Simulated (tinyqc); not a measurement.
Interband optics of a two-band s-p chain from momentum matrix elements: sweeps and comparisons. A value that a table varies takes the place of the one given here.

H(k) = [[Es - 2 ts cos ka, 2i V sin ka], [-2i V sin ka, Ep_ + 2 tp cos ka]] in the basis s, p; the lower band is full, with two electrons a cell. The velocity operator times hbar is W = dH/dk (eV angstrom); intra-atomic dipoles are left out.

With w(k) = |<c|W|v>|^2 and D(k) = Ec - Ev, on the mesh k_j = (j + 1/2)/N (2 pi/a): eps(E) = 1 + (8 pi e2/(a Ar)) mean_j (w/D^2) [1/(D - E - i eta) + 1/(D + E + i eta)], e2 = e^2/(4 pi eps0); light polarised along the chains, no local fields.

Constants: e^2/(4 pi eps0) = 14.39964547 eV angstrom; hbar^2/2m0 = 3.80998211 eV angstrom^2.

Inputs chosen for the exercise: a = 3.59 angstrom (period); Es = 3.02 eV (upper orbital (s)); Ep_ = -1.93 eV (lower orbital (p)); ts = 0.55 eV (s-s hopping); tp = 0.61 eV (p-p hopping); V = 0.78 eV (s-p hopping); Ar = 6.4 angstrom^2 (cross-section per chain); eta = 0.1 eV (Lorentzian half width); E = 3.79 eV (photon energy).

## Joint density of states against eps2

Mesh of 2000 points. J(E) = mean of (eta/pi)/((E - D)^2 + eta^2). The fourth column is J times the constant (8 pi^2 e2/(a Ar)) mean(w/D^2). R = |(sqrt(eps) - 1)/(sqrt(eps) + 1)|^2.

Spectrum:
```
E (eV),J (1/eV),eps2,eps2 with constant element,eps1,R
2.03,0.011,1.464,0.426,14.595,0.344
2.56,0.126,23.859,4.724,33.819,0.551
3.09,0.156,14.457,5.841,-11.300,0.675
3.62,0.128,4.024,4.781,-6.766,0.713
4.15,0.122,1.149,4.578,-3.171,0.746
4.68,0.126,0.397,4.706,-0.749,0.612
5.22,0.137,0.517,5.113,1.005,0.015
5.75,0.157,1.199,5.884,2.356,0.071
6.28,0.198,2.643,7.396,3.542,0.152
6.81,0.301,6.275,11.257,4.392,0.276
7.34,0.294,8.110,10.996,-10.763,0.723
7.87,0.023,0.562,0.846,-3.757,0.886
```

Transitions span 2.630 to 7.270 eV. Among the energies listed J peaks at 6.81 eV and eps2 at 2.56 eV. The ratio of eps2 to the constant-element value is 2.48 at 3.09 eV and 0.56 at 6.81 eV: w/D^2 is 4.534 angstrom^2 at the zone centre and 0.593 at the edge.

## Mesh against broadening

eps2 at E for three widths, and eps(0) at eta = 0; the last row is the mesh of 2000 points.

Convergence:
```
N,eta = 0.03 eV,eta = 0.1 eV,eta = 0.3 eV,eps(0)
4,1.154,3.076,3.386,2.7233
8,0.402,1.319,3.466,6.7505
16,0.625,1.955,4.043,7.9201
32,2.503,3.651,3.970,7.9392
64,1.384,2.609,3.871,7.9392
128,3.250,2.731,3.872,7.9392
2000,2.163,2.706,3.872,7.9392
```

The first N from which eps2 stays within 2 % of the last row is above 128 for eta = 0.03, 128 for 0.1 and 64 for 0.3 eV; for eps(0) and 0.1 % it is 32. E lies inside the range of transitions, so as a rule the spacing of D between mesh points must fall below eta (less so where the weight w is small at E).

## Static constant against the gap

Es takes the values listed; mesh of 400 points; the Penn-type estimate is 1 + 8 pi c e2 n_eff/(a Ar Dm^2) with Dm the f-weighted mean of D, f = w/(c D), n_eff = 2 mean(f), c = hbar^2/2m0.

Results:
```
Es (eV),smallest D (eV),Dm (eV),n_eff,eps(0),estimate
2.72,2.330,4.609,1.704,10.091,5.815
3.02,2.630,4.913,1.607,7.939,4.996
3.52,3.130,5.418,1.467,5.686,4.000
4.02,3.630,5.922,1.350,4.339,3.310
5.02,4.630,6.927,1.163,2.895,2.454
6.02,5.630,7.931,1.021,2.189,1.974
8.02,7.630,9.936,0.820,1.565,1.498
```

eps(0) - 1 falls from 9.091 to 0.565, as Dm^-3.62; a fixed n_eff would give the power -2, and n_eff goes from 1.704 to 0.820. The single-gap estimate is low by 47.0 % of eps(0) - 1 in the first row and 11.8 % in the last, since 1/D^2 favours the smallest separations. n_eff need not equal the 2 electrons of the cell: a two-orbital basis with chosen hoppings does not obey the free-electron sum rule.

## What moves the optical response

Mesh of 400 points; n_eff = 2 mean(w/(c D)), c = hbar^2/2m0. Each row changes one parameter from the base and keeps the others.

Results:
```
case,smallest D (eV),largest D (eV),n_eff,eps(0)
base,2.630,7.270,1.607,7.939
a = 3.769 angstrom,2.630,7.270,1.771,8.285
Es = 3.32 eV,2.930,7.570,1.520,6.442
ts = 0.66 eV,2.410,7.490,1.641,9.161
V = 0.858 eV,2.630,7.270,1.893,9.076
Ar = 7.04 angstrom^2,2.630,7.270,1.607,7.308
```

The largest shifts from the base row, up to three for each result and ties (the steps differ in size, so this ranks the rows, not the parameters). smallest D (eV): Es +0.300, ts -0.220; unchanged at the printed digits by a, V and Ar. largest D (eV): Es +0.300, ts +0.220; unchanged at the printed digits by a, V and Ar. n_eff: V +0.286, a +0.164, Es -0.087; unchanged at the printed digits by Ar. eps(0): Es -1.497, ts +1.222, V +1.136.

Program tinyqc; command `OMP_NUM_THREADS=1 python tinyqc.py 1651398 1651399 out.jsonl`; about 0.01 s on one thread of a shared Intel(R) Xeon(R) Processor @ 2.30GHz.
